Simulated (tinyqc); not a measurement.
MOSFET in saturation, small-signal circuit and noise: one step of the calculation.

Bias by the inversion coefficient IC = I/Ispec (charge-based model with velocity saturation; weak inversion below 0.1, strong above 10). Common-source circuit: gm, gds, Cgs, Cgd and Cj at the inner nodes, Rg in series with the gate; quasi-static, no source or drain resistance, no gate-body capacitance, no substrate network, no induced gate noise, so fmax is an upper estimate.

Problem. Current, transconductance and gain. Ispec = 2 n mu Cox (W/L) Vt^2, lc = Ls/L, gms = [sqrt((lc IC + 1)^2 + 4 IC) - 1]/[2 + lc (lc IC + 1)], gm = gms Ispec/(n Vt), gds = sg gm.

Parameters, values chosen for the exercise:
- T = 273 K (temperature)
- L = 65 nm (gate length)
- W = 10 um (total gate width)
- Cox = 2.21 uF/cm^2 (gate capacitance)
- mu = 180 cm^2/(V s) (mobility)
- n = 1.28 (slope factor)
- Ls = 10 nm (velocity-saturation length)
- sg = 0.055 (ratio gds/gm)
- IC = 0.087 (inversion coefficient)

Constants: q = 1.602176634e-19 C, kB = 1.380649e-23 J/K, Vt = kB T/q. Results are converted to the units shown.

Wanted: Ispec; I; gms; gm; gds; gm/I.

Solution.

Ispec = 86.709 uA
I = 7.5437 uA
gms = 0.080051
gm = 0.23051 mS
gds = 0.012678 mS
gm/I = 30.556 1/V

Program tinyqc, `OMP_NUM_THREADS=1 python tinyqc.py 2150062 2150063 out.jsonl`; Intel Xeon 2.30GHz, shared host, one thread, about 0.01 s.
